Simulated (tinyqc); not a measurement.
Capacitance measurement on a leaky thin oxide: effects of series resistance and leakage: one step of the calculation.

The device is a capacitance C in parallel with a leakage conductance G, in series with Rs and Ls. An impedance meter reports either a parallel pair (Cp, Gp) from Y = 1/Z = Gp + i w Cp or a series pair (Cs, Rm) from Z = Rm + 1/(i w Cs); w = 2 pi f, dissipation D = Gp/(w |Cp|).

Problem. True capacitance and conductance. EOT = 3.9 tox/eox; CET = EOT + zc + zp; C = 3.9 eps0 A/CET; G = Jg A/Vs.

Inputs (values chosen for the exercise); values of the order met in thin-oxide MOS capacitors:
- eox = 3.9 (relative permittivity of the gate insulator (close to silicon dioxide))
- tox = 1.1 nm (insulator thickness)
- A = 100 um^2 (gate area)
- zc = 0.59 nm (oxide-equivalent thickness added by the accumulation layer)
- zp = 0 nm (oxide-equivalent thickness added by gate depletion)
- Jg = 0.09 A/cm^2 (gate leakage current density, not matched to the thickness)
- Vs = 0.22 V (voltage for an e-fold rise of the leakage)

Constants: eps0 = 8.8541878128e-14 F/cm where lengths are in cm. Results are converted to the units shown.

Wanted: EOT; CET; C; G.

Solution.

EOT = 1.1000 nm
CET = 1.6900 nm
C = 2.0433 pF
G = 0.40909 uS

Numbers from tinyqc (`OMP_NUM_THREADS=1 python tinyqc.py 2022076 2022077 out.jsonl`; about 0.01 s on one thread of a shared Intel Xeon 2.30GHz).
